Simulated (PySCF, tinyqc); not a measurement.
Worked calculation: CCSD on RHF in the sto-3g basis, for BeH+, spin multiplicity 1. The lowest restricted solution is unstable here: a spin-polarised one lies 0.0161 hartree lower (PySCF). Computed by tinyqc, a small Python program that keeps every step (integrals from PySCF). Settings: charge = 1, multiplicity = 1, basis = sto-3g, method = RHF, energy threshold = 1e-10, iteration cap = 86, orthogonalisation = canonical, start = Wolfsberg-Helmholz matrix, DIIS depth = 6, amplitude equations = CCSD, DIIS depth for amplitudes = 0, cap on updates = 50. Command: `OMP_NUM_THREADS=1 python tinyqc.py 31446 31447 out.jsonl` (the two numbers bound the seeds that draw the settings). One thread of a shared host (Intel(R) Xeon(R) Processor @ 2.60GHz), about 0.1 s of CPU time with the checks. The early iterations of the SCF are left out here.

## One-electron integrals

Geometry (angstrom):

| atom | x | y | z |
|---|---|---|---|
| Be | 0.000000 | 0.000000 | 0.000000 |
| H | 0.000000 | 0.000000 | 1.941000 |

Basis sto-3g: exponents (1/bohr^2) and contraction coefficients of normalised primitives:

| element | l (shell) | exponent | coefficient |
|---|---|---|---|
| Be | s (1) | 30.167871 | 0.154329 |
| Be | s (1) | 5.495115 | 0.535328 |
| Be | s (1) | 1.487193 | 0.444635 |
| Be | s (2) | 1.314833 | -0.099967 |
| Be | s (2) | 0.305539 | 0.399513 |
| Be | s (2) | 0.099371 | 0.700115 |
| Be | p (3) | 1.314833 | 0.155916 |
| Be | p (3) | 0.305539 | 0.607684 |
| Be | p (3) | 0.099371 | 0.391957 |
| H | s (1) | 3.425251 | 0.154329 |
| H | s (1) | 0.623914 | 0.535328 |
| H | s (1) | 0.168855 | 0.444635 |

Overlap, kinetic and nuclear-attraction integrals over the contracted functions; the nuclear repulsion is the sum of Za Zb / Rab.

nuclear repulsion = 1.09052491 hartree

overlap S, lower triangle:
```
           1Be 1s    1Be 2s   1Be 2px   1Be 2py   1Be 2pz     2H 1s
1Be 1s   1.000000
1Be 2s   0.259517  1.000000
1Be 2px  0.000000  0.000000  1.000000
1Be 2py  0.000000  0.000000  0.000000  1.000000
1Be 2pz  0.000000  0.000000  0.000000  0.000000  1.000000
2H 1s    0.018360  0.248828  0.000000  0.000000  0.330432  1.000000
```

kinetic energy T (hartree), lower triangle:
```
            1Be 1s    1Be 2s   1Be 2px   1Be 2py   1Be 2pz     2H 1s
1Be 1s    6.693975
1Be 2s   -0.033012  0.211111
1Be 2px   0.000000  0.000000  0.660592
1Be 2py   0.000000  0.000000  0.000000  0.660592
1Be 2pz   0.000000  0.000000  0.000000  0.000000  0.660592
2H 1s    -0.005980  0.008969  0.000000  0.000000  0.050707  0.760032
```

nuclear attraction V (hartree), lower triangle:
```
             1Be 1s     1Be 2s    1Be 2px    1Be 2py    1Be 2pz      2H 1s
1Be 1s   -14.833723
1Be 2s    -1.969998  -2.583006
1Be 2px    0.000000   0.000000  -2.544641
1Be 2py    0.000000   0.000000   0.000000  -2.544641
1Be 2pz   -0.008579  -0.087924   0.000000   0.000000  -2.603548
2H 1s     -0.138344  -0.553225   0.000000   0.000000  -0.715406  -2.316582
```

core Hamiltonian H = T + V (hartree), lower triangle:
```
            1Be 1s     1Be 2s    1Be 2px    1Be 2py    1Be 2pz      2H 1s
1Be 1s   -8.139748
1Be 2s   -2.003010  -2.371896
1Be 2px   0.000000   0.000000  -1.884049
1Be 2py   0.000000   0.000000   0.000000  -1.884049
1Be 2pz  -0.008579  -0.087924   0.000000   0.000000  -1.942956
2H 1s    -0.144324  -0.544256   0.000000   0.000000  -0.664699  -1.556550
```

## Two-electron integrals

Functions are numbered as in S; the eight-fold symmetry (ij|kl) = (ji|kl) = (kl|ij) leaves the list below.

Two-electron integrals (ij|kl) in chemists' order, unique and non-zero (hartree):
```
(11|11) 2.298831   (21|11) 0.392036   (21|21) 0.079539   (22|11) 0.570988
(22|21) 0.143041   (22|22) 0.417683   (31|31) 0.014607   (32|31) 0.021888
(32|32) 0.092265   (33|11) 0.569578   (33|21) 0.143083   (33|22) 0.417589
(33|33) 0.449859   (41|41) 0.014607   (42|41) 0.021888   (42|42) 0.092265
(43|43) 0.024249   (44|11) 0.569578   (44|21) 0.143083   (44|22) 0.417589
(44|33) 0.401360   (44|44) 0.449859   (51|51) 0.014607   (52|51) 0.021888
(52|52) 0.092265   (53|53) 0.024249   (54|54) 0.024249   (55|11) 0.569578
(55|21) 0.143083   (55|22) 0.417589   (55|33) 0.401360   (55|44) 0.401360
(55|55) 0.449859   (61|11) 0.027282   (61|21) 0.005537   (61|22) 0.010065
(61|33) 0.010000   (61|44) 0.010000   (61|51) 0.000514   (61|52) 0.000968
(61|55) 0.010199   (61|61) 0.000406   (62|11) 0.097316   (62|21) 0.024902
(62|22) 0.083699   (62|33) 0.080216   (62|44) 0.080216   (62|51) 0.003162
(62|52) 0.022368   (62|55) 0.090578   (62|61) 0.001926   (62|62) 0.030068
(63|31) 0.001817   (63|32) 0.009472   (63|53) 0.003484   (63|63) 0.002101
(64|41) 0.001817   (64|42) 0.009472   (64|54) 0.003484   (64|64) 0.002101
(65|11) 0.117770   (65|21) 0.030398   (65|22) 0.106219   (65|33) 0.100204
(65|44) 0.100204   (65|51) 0.004935   (65|52) 0.034125   (65|55) 0.118127
(65|61) 0.002413   (65|62) 0.042407   (65|65) 0.060688   (66|11) 0.272453
(66|21) 0.070674   (66|22) 0.266057   (66|33) 0.249295   (66|44) 0.249295
(66|51) 0.008492   (66|52) 0.082007   (66|55) 0.299162   (66|61) 0.005476
(66|62) 0.132046   (66|65) 0.194313   (66|66) 0.774606
```

## Orthogonalisation

S = U s U^T; canonical form X = U s^(-1/2), so that X^T S X = 1. Each column of U has its largest component positive (the first on a tie).

eigenvalues of S: 0.557405  0.802023  1.000000  1.000000  1.183680  1.456892

X:
```
                 1          2         3          4          5         6
1Be 1s    0.377947   0.729772  0.000000   0.000000   0.571319  0.270863
1Be 2s   -0.705457  -0.532866  0.000000   0.000000   0.424359  0.439730
1Be 2px   0.000000   0.000000  0.999421  -0.034036   0.000000  0.000000
1Be 2py   0.000000   0.000000  0.034036   0.999421   0.000000  0.000000
1Be 2pz  -0.642524   0.562726  0.000000   0.000000  -0.508399  0.379632
2H 1s     0.860626  -0.337155  0.000000   0.000000  -0.282608  0.524922
```

Within a degenerate level the vectors are fixed only up to a rotation; this is one choice.

## Iteration 9 (converged): orbitals

converged F (hartree), lower triangle:
```
            1Be 1s     1Be 2s    1Be 2px    1Be 2py    1Be 2pz      2H 1s
1Be 1s   -4.978734
1Be 2s   -1.398361  -0.840098
1Be 2px   0.000000   0.000000  -0.118256
1Be 2py   0.000000   0.000000   0.000000  -0.118256
1Be 2pz   0.015648  -0.085789   0.000000   0.000000  -0.207404
2H 1s    -0.099893  -0.329687   0.000000   0.000000  -0.287566  -0.388760
```

Diagonalise F' = X^T F X, C = X C', fill 2 alpha and 2 beta electrons from the bottom; D = 2 C_occ C_occ^T. Each column has its largest component positive (the first on a tie).

F' = X^T F X (hartree), lower triangle:
```
           1          2          3          4          5          6
1  -0.189161
2  -0.677808  -1.808248
3   0.000000   0.000000  -0.118256
4   0.000000   0.000000   0.000000  -0.118256
5  -0.624533  -1.881572   0.000000   0.000000  -2.482450
6  -0.335323  -0.943037   0.000000   0.000000  -1.282141  -1.318475
```

orbital energies (hartree): MO1 -4.981494, MO2 -0.629012, MO3 -0.250040, MO4 -0.118256, MO5 -0.118256, MO6 0.062211

coefficients C:
```
               MO1        MO2        MO3        MO4       MO5        MO6
1Be 1s    0.993034  -0.204669  -0.197514   0.000000  0.000000   0.090364
1Be 2s    0.025868   0.688011   0.724935   0.000000  0.000000  -0.394333
1Be 2px   0.000000   0.000000   0.000000  -0.386649  0.922227   0.000000
1Be 2py   0.000000   0.000000   0.000000   0.922227  0.386649   0.000000
1Be 2pz  -0.002021   0.242338  -0.559820   0.000000  0.000000  -0.871755
2H 1s    -0.002703   0.501067  -0.434996   0.000000  0.000000   0.877191
```

D after iteration 9, lower triangle:
```
            1Be 1s    1Be 2s   1Be 2px   1Be 2py   1Be 2pz     2H 1s
1Be 1s    2.056012
1Be 2s   -0.230253  0.948056
1Be 2px   0.000000  0.000000  0.000000
1Be 2py   0.000000  0.000000  0.000000  0.000000
1Be 2pz  -0.103211  0.333358  0.000000  0.000000  0.117464
2H 1s    -0.210474  0.689339  0.000000  0.000000  0.242866  0.502151
```

Within a degenerate level the vectors are fixed only up to a rotation; this is one choice.

## Convergence

Stop when the energy changes by less than 1e-10 hartree and every element of the error matrix X^T (F D S - S D F) X is below 3e-06.

Course of the cycle:

| iteration | E (hartree) | change | largest element of the error matrix |
|---|---|---|---|
| 1 | -14.51375388 | - | 1.37e-01 |
| 2 | -14.55744516 | -4.37e-02 | 5.63e-02 |
| 3 | -14.58087205 | -2.34e-02 | 4.02e-02 |
| 4 | -14.59019680 | -9.32e-03 | 1.16e-02 |
| 5 | -14.59017747 | 1.93e-05 | 6.47e-03 |
| 6 | -14.59040510 | -2.28e-04 | 1.55e-03 |
| 7 | -14.59041692 | -1.18e-05 | 1.81e-04 |
| 8 | -14.59041709 | -1.70e-07 | 2.89e-06 |
| 9 | -14.59041709 | -4.25e-11 | 1.89e-08 |

PySCF RHF in the same basis = -14.59041709 hartree

Converged in 9 iterations.

## Integrals over molecular orbitals

(pq|rs) = sum C_ip C_jq C_kr C_ls (ij|kl), one index at a time.

one-electron integrals over orbitals h = C^T H C (hartree), lower triangle:
```
           1          2          3          4          5          6
1  -8.130364
2   0.177981  -1.940073
3   0.190340  -0.098825  -1.829713
4   0.000000   0.000000   0.000000  -1.884049
5   0.000000   0.000000   0.000000   0.000000  -1.884049
6  -0.055943   0.241089  -0.117481   0.000000   0.000000  -1.655689
```

Two-electron integrals over orbitals (pq|rs), unique and non-zero (hartree):
```
(11|11) 2.275830    (21|11) -0.176060   (21|21) 0.022466    (22|11) 0.447753
(22|21) -0.001921   (22|22) 0.438021    (31|11) -0.170362   (31|21) 0.018386
(31|22) -0.012866   (31|31) 0.025250    (32|11) 0.089934    (32|21) -0.005755
(32|22) -0.062656   (32|31) 0.001406    (32|32) 0.074031    (33|11) 0.507892
(33|21) -0.010103   (33|22) 0.331585    (33|31) 0.001685    (33|32) 0.027513
(33|33) 0.411529    (41|41) 0.015579    (42|41) 0.014501    (42|42) 0.047078
(43|41) 0.013640    (43|42) 0.035882    (43|43) 0.046822    (44|11) 0.569241
(44|21) -0.006161   (44|22) 0.344985    (44|31) -0.006000   (44|32) 0.048202
(44|33) 0.373590    (44|44) 0.449859    (51|51) 0.015579    (52|51) 0.014501
(52|52) 0.047078    (53|51) 0.013640    (53|52) 0.035882    (53|53) 0.046822
(54|54) 0.024249    (55|11) 0.569241    (55|21) -0.006161   (55|22) 0.344985
(55|31) -0.006000   (55|32) 0.048202    (55|33) 0.373590    (55|44) 0.401360
(55|55) 0.449859    (61|11) 0.073803    (61|21) -0.012550   (61|22) -0.008452
(61|31) -0.001340   (61|32) 0.008074    (61|33) 0.013722    (61|44) 0.001945
(61|55) 0.001945    (61|61) 0.014851    (62|11) -0.132321   (62|21) 0.000956
(62|22) 0.011003    (62|31) 0.008639    (62|32) -0.058258   (62|33) 0.001451
(62|44) -0.069853   (62|55) -0.069853   (62|61) 0.006175    (62|62) 0.113504
(63|11) 0.085575    (63|21) -0.003387   (63|22) -0.056634   (63|31) 0.004868
(63|32) 0.071388    (63|33) 0.043686    (63|44) 0.043161    (63|55) 0.043161
(63|61) 0.008320    (63|62) -0.062661   (63|63) 0.088556    (64|41) -0.006303
(64|42) -0.023554   (64|43) -0.005592   (64|64) 0.021358    (65|51) -0.006303
(65|52) -0.023554   (65|53) -0.005592   (65|65) 0.021358    (66|11) 0.478662
(66|21) -0.002367   (66|22) 0.444466    (66|31) -0.011492   (66|32) -0.066037
(66|33) 0.360905    (66|44) 0.349068    (66|55) 0.349068    (66|61) -0.006986
(66|62) 0.032872    (66|63) -0.057348   (66|66) 0.478036
```

## CCSD: starting amplitudes

t_ij^ab = <ij||ab> / (e_i + e_j - e_a - e_b), whose energy is MP2.

Starting amplitudes (spin orbitals 1a, 1b, ...; amplitudes related by a flip of all spins are not repeated):

| from | to | t |
|---|---|---|
| 2a 2b | 3a 3b | -0.097674 |
| 2a 2b | 6a 6b | -0.082104 |
| 2a 2b | 3a 6b | 0.054437 |
| 2a 2b | 4a 4b | -0.046087 |
| 2a 2b | 5a 5b | -0.046087 |
| 1a 2b | 4a 4b | -0.002698 |
| 1a 2b | 5a 5b | -0.002698 |
| 1a 1b | 3a 3b | -0.002668 |
| 1a 1b | 4a 4b | -0.001602 |
| 1a 1b | 5a 5b | -0.001602 |
| 1a 2b | 3a 6b | -0.001593 |
| 1a 2b | 3b 6a | 0.001489 |
| 1a 1b | 6a 6b | -0.001472 |
| 1a 2b | 6a 6b | -0.001077 |
| 1a 2b | 3a 3b | -0.000275 |
| 1a 1b | 3a 6b | 0.000137 |
| 1a 2a | 3a 6a | -0.000104 |

correlation energy = -0.02759395 hartree

## CCSD: amplitude update 1

t_i^a D_i^a and t_ij^ab D_ij^ab are set to the remaining terms of the spin-orbital equations, evaluated with the old amplitudes; for the doubles these are <ij||ab> + 1/2 <ab||ef> t_ij^ef + 1/2 <mn||ij> t_mn^ab + P(ij)P(ab) <mb||ej> t_im^ae + terms in t^2 + terms with t1, D the orbital-energy denominators.

Amplitudes after update 1 (spin orbitals 1a, 1b, ...; amplitudes related by a flip of all spins are not repeated):

| from | to | t |
|---|---|---|
| 2a 2b | 3a 3b | -0.135238 |
| 2a 2b | 6a 6b | -0.110238 |
| 2a 2b | 3a 6b | 0.085706 |
| 2a 2b | 4a 4b | -0.054755 |
| 2a 2b | 5a 5b | -0.054755 |
| 2a | 6a | 0.014761 |
| 2a | 3a | 0.009706 |
| 1a 2b | 4a 4b | -0.002924 |
| 1a 2b | 5a 5b | -0.002924 |
| 1a 1b | 3a 3b | -0.002207 |
| 1a 2b | 3a 6b | -0.001684 |
| 1a 2b | 3b 6a | 0.001624 |
| 1a 1b | 4a 4b | -0.001481 |
| 1a 1b | 5a 5b | -0.001481 |
| 1a 2b | 6a 6b | -0.001307 |
| 1a 1b | 6a 6b | -0.001157 |
| 1a | 3a | 0.000335 |
| 1a | 6a | -0.000161 |
| 1a 2b | 3a 3b | -0.000121 |
| 1a 1b | 3a 6b | -0.000120 |
| 1a 2a | 3a 6a | -0.000060 |

correlation energy = -0.03801111 hartree

## CCSD: convergence

E_corr = 1/4 sum <ij||ab> t_ij^ab + 1/2 sum <ij||ab> t_i^a t_j^b; stop when the norm of the change is below 1e-8.

Course of the amplitude iterations:

| update | correlation energy (hartree) | norm of the change |
|---|---|---|
| 0 | -0.02759395 | - |
| 1 | -0.03801111 | 1.34e-01 |
| 2 | -0.04241101 | 6.80e-02 |
| 3 | -0.04449396 | 4.05e-02 |
| 4 | -0.04558556 | 2.63e-02 |
| 5 | -0.04620495 | 1.79e-02 |
| 6 | -0.04657827 | 1.26e-02 |
| 7 | -0.04681377 | 9.00e-03 |
| 8 | -0.04696763 | 6.53e-03 |
| 9 | -0.04707095 | 4.77e-03 |
| 10 | -0.04714186 | 3.50e-03 |
| 11 | -0.04719137 | 2.57e-03 |
| 12 | -0.04722641 | 1.90e-03 |
| 13 | -0.04725147 | 1.40e-03 |
| ... | ... | ... |
| 37 | -0.04731858 | 9.67e-07 |
| 38 | -0.04731859 | 7.14e-07 |
| 39 | -0.04731860 | 5.27e-07 |
| 40 | -0.04731861 | 3.90e-07 |
| 41 | -0.04731861 | 2.88e-07 |
| 42 | -0.04731861 | 2.12e-07 |
| 43 | -0.04731862 | 1.57e-07 |
| 44 | -0.04731862 | 1.16e-07 |
| 45 | -0.04731862 | 8.56e-08 |
| 46 | -0.04731862 | 6.32e-08 |
| 47 | -0.04731862 | 4.67e-08 |
| 48 | -0.04731862 | 3.45e-08 |
| 49 | -0.04731862 | 2.55e-08 |
| 50 | -0.04731862 | 1.88e-08 |

Not converged within 50 updates: the residual falls steadily but slowly, by a factor of about 0.74 a step.
